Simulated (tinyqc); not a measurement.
Deal-Grove kinetics of thermal oxidation of silicon: one step, computed by the program tinyqc. Command: `OMP_NUM_THREADS=1 python tinyqc.py 3028015 3028016 out.jsonl oxide walk`. One thread of a shared host (Intel(R) Xeon(R) Processor @ 2.30GHz), about 0.06 s of CPU time with the checks.

Oxidant diffuses through the oxide and reacts at the interface, so that dx/dt = B/(A + 2x) for the oxide thickness x.

Question. Thickness after the oxidation. tau = (x_i^2 + A x_i)/B and x = (A/2) [sqrt(1 + 4 B (t + tau)/A^2) - 1], the root of x^2 + A x = B (t + tau). Silicon consumed is 0.44 times the oxide grown; the rate is B/(A + 2x).

Inputs (values chosen for the exercise, close to those used for silicon): temperature T = 950 C; initial oxide x_i = 0.1 um; time t = 2.7 h.

Ambient: dry oxygen. Surface: (111).

length A = 0.2411667 um

parabolic constant B = 0.03291988 um^2/h

Give: tau; oxide thickness x; silicon consumed; final growth rate.

Answer.

tau = 1.036 h

oxide thickness x = 0.2503 um

silicon consumed = 0.06612 um

final growth rate = 0.04438 um/h

2x/A = 2.08: reaction and diffusion both resist, diffusion with a share 2x/(A + 2x) = 0.67.
